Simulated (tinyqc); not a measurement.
Inside a calculation. Method: UHF in the sto-6g basis, for BeH2, spin multiplicity 1. One step of it, computed by the program tinyqc.

Question. Iteration 1: building the Fock matrix. J_ij = sum D_kl (ij|kl) with D = D(alpha) + D(beta), K_ij = sum D_kl (ik|jl) for each spin; F = H + J - K(s); E = tr D H + tr D J / 2 - 0.5 sum_s tr D(s) K(s) + E_nn.

D(alpha) at the start, lower triangle:
```
            1Be 1s    1Be 2s   1Be 2px    1Be 2py   1Be 2pz     2H 1s     3H 1s
1Be 1s    1.045402
1Be 2s   -0.162923  0.542740
1Be 2px  -0.111400  0.474052  0.415016
1Be 2py   0.000000  0.000000  0.000000   1.042113
1Be 2pz  -0.018006  0.074794  0.065466   0.000000  0.010327
2H 1s    -0.000848  0.038647  0.034090  -0.022386  0.005374  0.003349
3H 1s    -0.000848  0.038647  0.034090   0.022386  0.005374  0.002387  0.003349
```

D(beta) at the start, lower triangle:
```
            1Be 1s     1Be 2s    1Be 2px    1Be 2py   1Be 2pz     2H 1s     3H 1s
1Be 1s    1.045402
1Be 2s   -0.162923   0.542740
1Be 2px   0.111400  -0.474052   0.415016
1Be 2py   0.000000   0.000000   0.000000   1.042113
1Be 2pz  -0.018006   0.074794  -0.065466   0.000000  0.010327
2H 1s    -0.000848   0.038647  -0.034090  -0.022386  0.005374  0.003349
3H 1s    -0.000848   0.038647  -0.034090   0.022386  0.005374  0.002387  0.003349
```

core Hamiltonian H = T + V (hartree), lower triangle:
```
            1Be 1s     1Be 2s    1Be 2px    1Be 2py    1Be 2pz      2H 1s      3H 1s
1Be 1s   -8.661806
1Be 2s   -2.040464  -2.764228
1Be 2px   0.000000   0.000000  -2.255933
1Be 2py   0.000000   0.000000   0.000000  -2.455043
1Be 2pz  -0.003158  -0.026784   0.000000   0.000000  -2.258004
2H 1s    -0.428690  -1.089534   0.000000  -1.171900  -0.122097  -2.076188
3H 1s    -0.428690  -1.089534   0.000000   1.171900  -0.122097  -0.082030  -2.076188
```

Two-electron integrals (ij|kl) in chemists' order, unique and non-zero (hartree):
```
(11|11) 2.299996    (21|11) 0.361879    (21|21) 0.071926    (22|11) 0.570332
(22|21) 0.139654    (22|22) 0.417773    (31|31) 0.015252    (32|31) 0.022555
(32|32) 0.092340    (33|11) 0.570332    (33|21) 0.139654    (33|22) 0.417773
(33|33) 0.450117    (41|41) 0.015252    (42|41) 0.022555    (42|42) 0.092340
(43|43) 0.024258    (44|11) 0.570332    (44|21) 0.139654    (44|22) 0.417773
(44|33) 0.401601    (44|44) 0.450117    (51|51) 0.015252    (52|51) 0.022555
(52|52) 0.092340    (53|53) 0.024258    (54|54) 0.024258    (55|11) 0.570332
(55|21) 0.139654    (55|22) 0.417773    (55|33) 0.401601    (55|44) 0.401601
(55|55) 0.450117    (61|11) 0.077252    (61|21) 0.014915    (61|22) 0.028859
(61|33) 0.028621    (61|41) 0.001469    (61|42) 0.002855    (61|44) 0.029329
(61|51) 0.000150    (61|52) 0.000291    (61|54) 0.000072    (61|55) 0.028628
(61|61) 0.003272    (62|11) 0.188634    (62|21) 0.046941    (62|22) 0.153219
(62|33) 0.147406    (62|41) 0.006509    (62|42) 0.038565    (62|44) 0.164664
(62|51) 0.000664    (62|52) 0.003933    (62|54) 0.001760    (62|55) 0.147586
(62|61) 0.010774    (62|62) 0.084271    (63|31) 0.004484    (63|32) 0.020511
(63|43) 0.006657    (63|53) 0.000679    (63|63) 0.007639    (64|11) 0.202926
(64|21) 0.051130    (64|22) 0.174350    (64|33) 0.164110    (64|41) 0.010505
(64|42) 0.059974    (64|44) 0.194650    (64|51) 0.000614    (64|52) 0.004024
(64|54) 0.002435    (64|55) 0.164289    (64|61) 0.012305    (64|62) 0.109033
(64|64) 0.145580    (65|11) 0.020693    (65|21) 0.005214    (65|22) 0.017779
(65|33) 0.016735    (65|41) 0.000614    (65|42) 0.004024    (65|44) 0.018491
(65|51) 0.004547    (65|52) 0.020922    (65|54) 0.006836    (65|55) 0.018110
(65|61) 0.001255    (65|62) 0.011118    (65|64) 0.014066    (65|65) 0.009074
(66|11) 0.356008    (66|21) 0.090379    (66|22) 0.329565    (66|33) 0.305858
(66|41) 0.014611    (66|42) 0.111611    (66|44) 0.376250    (66|51) 0.001490
(66|52) 0.011381    (66|54) 0.007178    (66|55) 0.306590    (66|61) 0.021444
(66|62) 0.231248    (66|64) 0.317383    (66|65) 0.032364    (66|66) 0.774999
(71|11) 0.077252    (71|21) 0.014915    (71|22) 0.028859    (71|33) 0.028621
(71|41) -0.001469   (71|42) -0.002855   (71|44) 0.029329    (71|51) 0.000150
(71|52) 0.000291    (71|54) -0.000072   (71|55) 0.028628    (71|61) 0.002964
(71|62) 0.008927    (71|64) 0.009351    (71|65) 0.001047    (71|66) 0.016968
(71|71) 0.003272    (72|11) 0.188634    (72|21) 0.046941    (72|22) 0.153219
(72|33) 0.147406    (72|41) -0.006509   (72|42) -0.038565   (72|44) 0.164664
(72|51) 0.000664    (72|52) 0.003933    (72|54) -0.001760   (72|55) 0.147586
(72|61) 0.008927    (72|62) 0.043608    (72|64) 0.045255    (72|65) 0.005665
(72|66) 0.088119    (72|71) 0.010774    (72|72) 0.084271    (73|31) 0.004484
(73|32) 0.020511    (73|43) -0.006657   (73|53) 0.000679    (73|63) 0.003112
(73|73) 0.007639    (74|11) -0.202926   (74|21) -0.051130   (74|22) -0.174350
(74|33) -0.164110   (74|41) 0.010505    (74|42) 0.059974    (74|44) -0.194650
(74|51) -0.000614   (74|52) -0.004024   (74|54) 0.002435    (74|55) -0.164289
(74|61) -0.009351   (74|62) -0.045255   (74|64) -0.045221   (74|65) -0.005794
(74|66) -0.090226   (74|71) -0.012305   (74|72) -0.109033   (74|74) 0.145580
(75|11) 0.020693    (75|21) 0.005214    (75|22) 0.017779    (75|33) 0.016735
(75|41) -0.000614   (75|42) -0.004024   (75|44) 0.018491    (75|51) 0.004547
(75|52) 0.020922    (75|54) -0.006836   (75|55) 0.018110    (75|61) 0.001047
(75|62) 0.005665    (75|64) 0.005794    (75|65) 0.003833    (75|66) 0.011690
(75|71) 0.001255    (75|72) 0.011118    (75|74) -0.014066   (75|75) 0.009074
(76|11) 0.013733    (76|21) 0.003329    (76|22) 0.009985    (76|33) 0.009781
(76|44) 0.010361    (76|51) 0.000090    (76|52) 0.000439    (76|55) 0.009811
(76|61) 0.000694    (76|62) 0.003879    (76|64) 0.004530    (76|65) 0.000554
(76|66) 0.008897    (76|71) 0.000694    (76|72) 0.003879    (76|74) -0.004530
(76|75) 0.000554    (76|76) 0.000247    (77|11) 0.356008    (77|21) 0.090379
(77|22) 0.329565    (77|33) 0.305858    (77|41) -0.014611   (77|42) -0.111611
(77|44) 0.376250    (77|51) 0.001490    (77|52) 0.011381    (77|54) -0.007178
(77|55) 0.306590    (77|61) 0.016968    (77|62) 0.088119    (77|64) 0.090226
(77|65) 0.011690    (77|66) 0.179851    (77|71) 0.021444    (77|72) 0.231248
(77|74) -0.317383   (77|75) 0.032364    (77|76) 0.008897    (77|77) 0.774999
```

nuclear repulsion = 3.04294123 hartree

Give: Coulomb J; exchange K(alpha); exchange K(beta); F(alpha); F(beta); total energy of this density.

Answer.

Coulomb J (hartree), lower triangle:
```
         1Be 1s  1Be 2s  1Be 2px  1Be 2py  1Be 2pz   2H 1s   3H 1s
1Be 1s   6.8932
1Be 2s   1.2779  2.8023
1Be 2px  0.0000  0.0000   2.7948
1Be 2py  0.0000  0.0000   0.0000   2.8565
1Be 2pz  0.0060  0.0276   0.0000   0.0000   2.7556
2H 1s    0.2701  1.0083   0.0000   1.1366   0.1193  2.1110
3H 1s    0.2701  1.0083   0.0000  -1.1366   0.1193  0.0680  2.1110
```

exchange K(alpha) (hartree), lower triangle:
```
         1Be 1s  1Be 2s  1Be 2px  1Be 2py  1Be 2pz    2H 1s   3H 1s
1Be 1s   2.3499
1Be 2s   0.3878  0.4129
1Be 2px  0.0139  0.2352   0.2737
1Be 2py  0.0000  0.0000   0.0000   0.5307
1Be 2pz  0.0023  0.0386   0.0291   0.0000   0.1018
2H 1s    0.0898  0.1744   0.0882   0.2223   0.0198   0.2094
3H 1s    0.0898  0.1744   0.0882  -0.2223   0.0198  -0.0096  0.2094
```

exchange K(beta) (hartree), lower triangle:
```
          1Be 1s   1Be 2s  1Be 2px  1Be 2py  1Be 2pz    2H 1s   3H 1s
1Be 1s    2.3499
1Be 2s    0.3878   0.4129
1Be 2px  -0.0139  -0.2352   0.2737
1Be 2py   0.0000   0.0000   0.0000   0.5307
1Be 2pz   0.0023   0.0386  -0.0291   0.0000   0.1018
2H 1s     0.0898   0.1744  -0.0882   0.2223   0.0198   0.2094
3H 1s     0.0898   0.1744  -0.0882  -0.2223   0.0198  -0.0096  0.2094
```

F(alpha) (hartree), lower triangle:
```
          1Be 1s   1Be 2s  1Be 2px  1Be 2py  1Be 2pz    2H 1s    3H 1s
1Be 1s   -4.1185
1Be 2s   -1.1503  -0.3748
1Be 2px  -0.0139  -0.2352   0.2651
1Be 2py   0.0000   0.0000   0.0000  -0.1293
1Be 2pz   0.0005  -0.0378  -0.0291   0.0000   0.3958
2H 1s    -0.2484  -0.2556  -0.0882  -0.2576  -0.0226  -0.1745
3H 1s    -0.2484  -0.2556  -0.0882   0.2576  -0.0226  -0.0045  -0.1745
```

F(beta) (hartree), lower triangle:
```
          1Be 1s   1Be 2s  1Be 2px  1Be 2py  1Be 2pz    2H 1s    3H 1s
1Be 1s   -4.1185
1Be 2s   -1.1503  -0.3748
1Be 2px   0.0139   0.2352   0.2651
1Be 2py   0.0000   0.0000   0.0000  -0.1293
1Be 2pz   0.0005  -0.0378   0.0291   0.0000   0.3958
2H 1s    -0.2484  -0.2556   0.0882  -0.2576  -0.0226  -0.1745
3H 1s    -0.2484  -0.2556   0.0882   0.2576  -0.0226  -0.0045  -0.1745
```

total energy of this density = -14.861684 hartree
